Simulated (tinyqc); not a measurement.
Domain walls in a thin film with perpendicular anisotropy: Bloch, Neel and chiral walls, motion and stripe domains: one step, computed by the program tinyqc.

One-dimensional wall: polar angle theta(x), azimuth phi of the moment in the wall (phi = 0 Neel, 90 degrees Bloch). mu_0 = 1.25663706212e-6 T m/A, gamma = 1.76085963023e11 rad/(s T).

Problem. Bloch or Neel. sigma(phi) = sigma_0 + 2 Delta K_D cos^2(phi) - pi D cos(phi), with the wall shape anisotropy K_D = N_x mu_0 M_s^2/2, N_x = t ln 2/(pi Delta). The minimum has cos(phi) = D/D_N for D < D_N = 4 Delta K_D/pi and phi = 0 beyond; sigma turns negative at D_c = (sigma_0 + 2 Delta K_D)/pi.

Inputs (values chosen for the exercise, for a model film): saturation magnetisation M_s = 875 kA/m; DMI constant D = 2.3 mJ/m^2; thickness t = 1.9 nm.

width parameter Delta = 11.35249 nm

sigma_0 = 7.399261 mJ/m^2

Give: K_D; D_N; azimuth phi; wall energy sigma; D_c.

Solution.

K_D = 17.76 kJ/m^3

D_N = 0.2568 mJ/m^2

azimuth phi = 0 degrees

wall energy sigma = 0.5769 mJ/m^2

D_c = 2.484 mJ/m^2

A pure chiral Neel wall. D is 0.93 of D_c.
